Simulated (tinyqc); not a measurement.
Critical temperature from a phonon spectrum: McMillan, Allen-Dynes and the linearised Eliashberg equation: one step, computed by the program tinyqc.

alpha^2 F(omega) = sum_i (lambda_i omega_i/2) delta(omega - omega_i), so that lambda = 2 int alpha^2 F/omega d omega = sum_i lambda_i.

Problem. McMillan and Allen-Dynes. McMillan form: k_B T_c = (omega_log/1.2) exp[-1.04 (1 + lambda)/(lambda - mu* (1 + 0.62 lambda))]. Allen-Dynes multiplies it by f1 f2: f1 = [1 + (lambda/L1)^(3/2)]^(1/3), L1 = 2.46 (1 + 3.8 mu*); f2 = 1 + (omega_rms/omega_log - 1) lambda^2/(lambda^2 + L2^2), L2 = 1.82 (1 + 6.3 mu*) omega_rms/omega_log.

Inputs (values chosen for the exercise, for a model metal): Coulomb pseudopotential mu* = 0.13.

Peaks in alpha^2 F: three.

lambda = 1.59

omega_rms = 16.67426 meV

omega_log = 12.60334 meV

Constants: k_B = 8.617333262e-05 eV/K.

Give: T_c, McMillan form; f1; f2; T_c, Allen-Dynes.

Solution.

T_c, McMillan form = 16.13 K

f1 = 1.087

f2 = 1.038

T_c, Allen-Dynes = 18.19 K

The two corrections raise T_c by 12.8 %. Caution: for lambda above about 1.5 the plain McMillan form saturates and falls short.
